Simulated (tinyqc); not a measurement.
Configuration-coordinate model of a defect: Huang-Rhys factor and luminescence line shape: one step, computed by the program tinyqc.

Ground state E_g(Q) = (1/2) omega_g^2 Q^2; excited state E_e(Q) = E_0 + (1/2) omega_e^2 (Q - dQ)^2 with E_0 = E_ZPL - (hbar omega_e - hbar omega_g)/2. Q is mass-weighted; the dipole does not depend on Q (Condon approximation).

Task: Huang-Rhys factors and vertical energies. S = hbar omega dQ^2/(2 hbar^2/u) for each state; relaxation energy S hbar omega; absorption at E_0 + S_e hbar omega_e, emission at E_0 - S_g hbar omega_g; the Stokes shift is their difference.

Inputs (values chosen for the exercise, for a model defect in a wide-gap host):
```
quantity                           value              unit
zero-phonon energy E_ZPL            1.65                eV
displacement dQ                     1.48  u^(1/2) angstrom
ground-state phonon hbar omega_g    25.4               meV
excited-state phonon hbar omega_e   21.1               meV
```

Modes: different frequencies.

Constants: hbar^2/u = 4.18015928e-03 eV angstrom^2.

Give: S_g; S_e; relaxation energy, ground state; relaxation energy, excited state; vertical absorption energy; vertical emission energy; Stokes shift.

Result:

S_g = 6.6548

S_e = 5.5282

relaxation energy, ground state = 0.16903 eV

relaxation energy, excited state = 0.11664 eV

vertical absorption energy = 1.7688 eV

vertical emission energy = 1.4831 eV

Stokes shift = 0.28568 eV

The coupling is strong: a broad band, with almost no zero-phonon line.
